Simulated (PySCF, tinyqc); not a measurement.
Inside a calculation. Method: MP2 on RHF in the sto-6g basis, frozen core, for B+, spin multiplicity 1. The lowest restricted solution is unstable here: a spin-polarised one lies 0.0000 hartree lower (PySCF). Computed by tinyqc, a small Python program that keeps every step (integrals from PySCF). Settings: charge = 1, multiplicity = 1, basis = sto-6g, method = RHF, frozen orbitals = 1, energy threshold = 1e-10, iteration cap = 69, orthogonalisation = canonical, start = atomic densities, DIIS depth = 6. Command: `OMP_NUM_THREADS=1 python tinyqc.py 28945 28946 out.jsonl` (the two numbers bound the seeds that draw the settings). One thread of a shared host (Intel(R) Xeon(R) Processor @ 2.60GHz), about 0.06 s of CPU time with the checks. The early iterations of the SCF are left out here.

## One-electron integrals

Geometry (angstrom):
```
atom         x         y         z
B     0.000000  0.000000  0.000000
```

Basis sto-6g: exponents (1/bohr^2) and contraction coefficients of normalised primitives:
```
element  l (shell)    exponent  coefficient
B            s (1)  506.011147     0.009164
B            s (1)   92.776814     0.049362
B            s (1)   25.955658     0.168538
B            s (1)    8.916445     0.370563
B            s (1)    3.462507     0.416492
B            s (1)    1.426054     0.130334
B            s (2)   23.194575    -0.013253
B            s (2)    4.590810    -0.046992
B            s (2)    1.426819    -0.033785
B            s (2)    0.548948     0.250242
B            s (2)    0.238410     0.595117
B            s (2)    0.109280     0.240706
B            p (3)   23.194575     0.003760
B            p (3)    4.590810     0.037679
B            p (3)    1.426819     0.173897
B            p (3)    0.548948     0.418036
B            p (3)    0.238410     0.425859
B            p (3)    0.109280     0.101708
```

Overlap, kinetic and nuclear-attraction integrals over the contracted functions; the nuclear repulsion is the sum of Za Zb / Rab.

nuclear repulsion = 0 hartree

overlap S, order 1B 1s, 1B 2s, 1B 2px, 1B 2py, 1B 2pz:
```
[[1.000000, 0.264891, 0.000000, 0.000000, 0.000000],
 [0.264891, 1.000000, 0.000000, 0.000000, 0.000000],
 [0.000000, 0.000000, 1.000000, 0.000000, 0.000000],
 [0.000000, 0.000000, 0.000000, 1.000000, 0.000000],
 [0.000000, 0.000000, 0.000000, 0.000000, 1.000000]]
```

kinetic energy T (hartree), order 1B 1s, 1B 2s, 1B 2px, 1B 2py, 1B 2pz:
```
[[10.947243, -0.333880, 0.000000, 0.000000, 0.000000],
 [-0.333880, 0.374498, 0.000000, 0.000000, 0.000000],
 [0.000000, 0.000000, 1.125026, 0.000000, 0.000000],
 [0.000000, 0.000000, 0.000000, 1.125026, 0.000000],
 [0.000000, 0.000000, 0.000000, 0.000000, 1.125026]]
```

nuclear attraction V (hartree), order 1B 1s, 1B 2s, 1B 2px, 1B 2py, 1B 2pz:
```
[[-23.391721, -2.744189, 0.000000, 0.000000, 0.000000],
 [-2.744189, -3.750146, 0.000000, 0.000000, 0.000000],
 [0.000000, 0.000000, -3.749977, 0.000000, 0.000000],
 [0.000000, 0.000000, 0.000000, -3.749977, 0.000000],
 [0.000000, 0.000000, 0.000000, 0.000000, -3.749977]]
```

core Hamiltonian H = T + V (hartree), order 1B 1s, 1B 2s, 1B 2px, 1B 2py, 1B 2pz:
```
[[-12.444477, -3.078069, 0.000000, 0.000000, 0.000000],
 [-3.078069, -3.375648, 0.000000, 0.000000, 0.000000],
 [0.000000, 0.000000, -2.624950, 0.000000, 0.000000],
 [0.000000, 0.000000, 0.000000, -2.624950, 0.000000],
 [0.000000, 0.000000, 0.000000, 0.000000, -2.624950]]
```

## Two-electron integrals

Functions are numbered as in S; the eight-fold symmetry (ij|kl) = (ji|kl) = (kl|ij) leaves the list below.

Two-electron integrals (ij|kl) in chemists' order, unique and non-zero (hartree):
```
(11|11) 2.924993   (21|11) 0.480756   (21|21) 0.099484   (22|11) 0.743449
(22|21) 0.188967   (22|22) 0.544922   (31|31) 0.021096   (32|31) 0.030854
(32|32) 0.120443   (33|11) 0.743450   (33|21) 0.188967   (33|22) 0.544922
(33|33) 0.587109   (41|41) 0.021096   (42|41) 0.030854   (42|42) 0.120443
(43|43) 0.031641   (44|11) 0.743450   (44|21) 0.188967   (44|22) 0.544922
(44|33) 0.523827   (44|44) 0.587109   (51|51) 0.021096   (52|51) 0.030854
(52|52) 0.120443   (53|53) 0.031641   (54|54) 0.031641   (55|11) 0.743450
(55|21) 0.188967   (55|22) 0.544922   (55|33) 0.523827   (55|44) 0.523827
(55|55) 0.587109
```

## Orthogonalisation

S = U s U^T; canonical form X = U s^(-1/2), so that X^T S X = 1. Each column of U has its largest component positive (the first on a tie).

eigenvalues of S: [0.735109, 1.000000, 1.000000, 1.000000, 1.264891]

X, order 1B 1s, 1B 2s, 1B 2px, 1B 2py, 1B 2pz:
```
[[0.824725, 0.000000, 0.000000, 0.000000, 0.628722],
 [-0.824725, 0.000000, 0.000000, 0.000000, 0.628722],
 [0.000000, 1.000000, 0.000000, 0.000000, 0.000000],
 [0.000000, 0.000000, 1.000000, 0.000000, 0.000000],
 [0.000000, 0.000000, 0.000000, 1.000000, 0.000000]]
```

Within a degenerate level the vectors are fixed only up to a rotation; this is one choice.

## Iteration 3 (converged): orbitals

converged F (hartree), order 1B 1s, 1B 2s, 1B 2px, 1B 2py, 1B 2pz:
```
[[-8.080561, -2.231037, 0.000000, 0.000000, 0.000000],
 [-2.231037, -1.405159, 0.000000, 0.000000, 0.000000],
 [0.000000, 0.000000, -0.203732, 0.000000, 0.000000],
 [0.000000, 0.000000, 0.000000, -0.203732, 0.000000],
 [0.000000, 0.000000, 0.000000, 0.000000, -0.203732]]
```

Diagonalise F' = X^T F X, C = X C', fill 2 alpha and 2 beta electrons from the bottom; D = 2 C_occ C_occ^T. Each column has its largest component positive (the first on a tie).

F' = X^T F X (hartree):
```
[[-3.416942, 0.000000, 0.000000, 0.000000, -3.461347],
 [0.000000, -0.203732, 0.000000, 0.000000, 0.000000],
 [0.000000, 0.000000, -0.203732, 0.000000, 0.000000],
 [0.000000, 0.000000, 0.000000, -0.203732, 0.000000],
 [-3.461347, 0.000000, 0.000000, 0.000000, -5.513435]]
```

orbital energies (hartree): [-8.081781, -0.848596, -0.203732, -0.203732, -0.203732]

coefficients C, order 1B 1s, 1B 2s, 1B 2px, 1B 2py, 1B 2pz:
```
[[0.996348, -0.287667, 0.000000, 0.000000, 0.000000],
 [0.013467, 1.036958, 0.000000, 0.000000, 0.000000],
 [0.000000, 0.000000, 0.997211, -0.062856, 0.040241],
 [0.000000, 0.000000, 0.074629, 0.833930, -0.546801],
 [0.000000, 0.000000, 0.000812, 0.548279, 0.836295]]
```

D after iteration 3, order 1B 1s, 1B 2s, 1B 2px, 1B 2py, 1B 2pz:
```
[[2.150925, -0.569761, 0.000000, 0.000000, 0.000000],
 [-0.569761, 2.150925, 0.000000, 0.000000, 0.000000],
 [0.000000, 0.000000, 0.000000, 0.000000, 0.000000],
 [0.000000, 0.000000, 0.000000, 0.000000, 0.000000],
 [0.000000, 0.000000, 0.000000, 0.000000, 0.000000]]
```

Within a degenerate level the vectors are fixed only up to a rotation; this is one choice.

## Convergence

Stop when the energy changes by less than 1e-10 hartree and every element of the error matrix X^T (F D S - S D F) X is below 3e-06.

Course of the cycle:
```
iteration   E (hartree)     change  largest element of the error matrix
1          -20.98060916          -                             1.40e-02
2          -24.19056245  -3.21e+00                             2.53e-15
3          -24.19056245   0.000000                             2.53e-15
```

PySCF RHF in the same basis = -24.19056245 hartree

Converged in 3 iterations.

## Integrals over molecular orbitals

(pq|rs) = sum C_ip C_jq C_kr C_ls (ij|kl), one index at a time.

one-electron integrals over orbitals h = C^T H C (hartree):
```
[[-12.436973, 0.351405, 0.000000, 0.000000, 0.000000],
 [0.351405, -2.823213, 0.000000, 0.000000, 0.000000],
 [0.000000, 0.000000, -2.624950, 0.000000, 0.000000],
 [0.000000, 0.000000, 0.000000, -2.624950, 0.000000],
 [0.000000, 0.000000, 0.000000, 0.000000, -2.624950]]
```

Two-electron integrals over orbitals (pq|rs), unique and non-zero (hartree); the lowest 1 orbital is frozen and left out:
```
(22|22) 0.527884   (32|32) 0.112848   (33|22) 0.534729   (33|33) 0.587109
(42|42) 0.112848   (43|43) 0.031641   (44|22) 0.534729   (44|33) 0.523827
(44|44) 0.587109   (52|52) 0.112848   (53|53) 0.031641   (54|54) 0.031641
(55|22) 0.534729   (55|33) 0.523827   (55|44) 0.523827   (55|55) 0.587109
```

## Second-order Moller-Plesset energy

Hartree-Fock energy = -24.19056245 hartree

E2 = sum_ijab (ia|jb) [2 (ia|jb) - (ib|ja)] / (e_i + e_j - e_a - e_b) over occupied i, j and virtual a, b; the opposite-spin part is (ia|jb)^2 / denominator, the rest is same-spin, and SCS-MP2 scales them by 6/5 and 1/3.

Terms:
```
i  j  a  b   (ia|jb)   (ib|ja)  denominator       term
2  2  3  3  0.112848  0.112848    -1.289727  -0.009874
2  2  4  4  0.112848  0.112848    -1.289727  -0.009874
2  2  5  5  0.112848  0.112848    -1.289727  -0.009874
```

Pair energies (hartree; pair i-j sums ij and ji):
```
pair  opposite spin  same spin
2-2       -0.029622   0.000000
```

MP2 correlation energy = -0.02962190 hartree

SCS-MP2 correlation energy = -0.03554628 hartree

MP2 total energy = -24.22018435 hartree
